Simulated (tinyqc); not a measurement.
Energy and delay of logic against supply voltage: energy and delay against supply voltage.

One expression serves below and above threshold: I(Vg) = Ik [ln(1 + exp((Vg - VT + dd V)/(al nf Vt)))]^al, with I_on = I(V) and I_off = I(0). Gate delay td = kd C V/I_on, clock period LD td. Per gate and cycle the switching energy is act C V^2 and the leakage energy I_off V LD td. No short-circuit current, no variation. Minima are sought above 0.09 V; below a few Vt gates no longer switch and the model has no meaning.

EDP = energy times td.

Values chosen for this exercise; values of the order met in logic technologies:
```
symbol  value  unit                               meaning
T         300     K                           temperature
VT       0.37     V  threshold voltage at zero drain bias
nf       1.13                                slope factor
dd       0.07         barrier lowering per volt of supply
Ik        1.4    uA            specific current of a gate
al        1.4                 exponent of the current law
C         3.1    fF            load capacitance of a gate
kd        0.9                                delay factor
LD         16                                 logic depth
act       0.2                             activity factor
```

Constants: q = 1.602176634e-19 C, kB = 1.380649e-23 J/K, Vt = kB T/q. Results are converted to the units shown.

Result of one run:

| I_on (uA) | I_off (nA) | td (ps) | switching (aJ) | leakage (aJ) | energy (aJ) | EDP (fJ ps) |
|---|---|---|---|---|---|---|
| 0.0010709 | 0.0063320 | 3.9078e5 | 13.950 | 5.9385 | 19.889 | 7772.0 |

Which supply voltage V gave this result: 0.15, 0.27, 0.85, 0.97 or 1.2 V?

V = 0.15 V.

The whole series:

| V (V) | I_on (uA) | I_off (nA) | td (ps) | switching (aJ) | leakage (aJ) | energy (aJ) | EDP (fJ ps) |
|---|---|---|---|---|---|---|---|
| 0.15 | 0.0010709 | 0.0063320 | 3.9078e5 | 13.950 | 5.9385 | 19.889 | 7772.0 |
| 0.27 | 0.079582 | 0.0084413 | 9465.7 | 45.198 | 0.34518 | 45.543 | 431.10 |
| 0.38 | 1.8867 | 0.010987 | 561.92 | 89.528 | 0.037536 | 89.566 | 50.329 |
| 0.5 | 9.9280 | 0.014646 | 140.51 | 155.00 | 0.016464 | 155.02 | 21.782 |
| 0.62 | 22.093 | 0.019525 | 78.296 | 238.33 | 0.015165 | 238.34 | 18.661 |
| 0.73 | 35.422 | 0.025412 | 57.498 | 330.40 | 0.017066 | 330.42 | 18.998 |
| 0.85 | 51.825 | 0.033876 | 45.760 | 447.95 | 0.021082 | 447.97 | 20.499 |
| 0.97 | 69.878 | 0.045158 | 38.729 | 583.36 | 0.027143 | 583.39 | 22.594 |
| 1.08 | 87.706 | 0.058772 | 34.356 | 723.17 | 0.034891 | 723.20 | 24.846 |
| 1.2 | 108.41 | 0.078343 | 30.883 | 892.80 | 0.046453 | 892.85 | 27.573 |

td falls from 3.91e5 to 30.9 ps; the energy rises from 19.9 to 893 aJ and the EDP goes from 7770 through a minimum of 18.7 (at V = 0.62 V among the rows listed) to 27.6 fJ ps. The exact minima lie at V = 0.131 V for the energy and 0.648 V for the EDP. Going from 1.2 V to the energy minimum saves a factor of 46.2 in energy and costs a factor of 21900 in delay.

Numbers from tinyqc (`OMP_NUM_THREADS=1 python tinyqc.py 2082021 2082022 out.jsonl`; about 0.01 s on one thread of a shared Intel Xeon 2.30GHz).
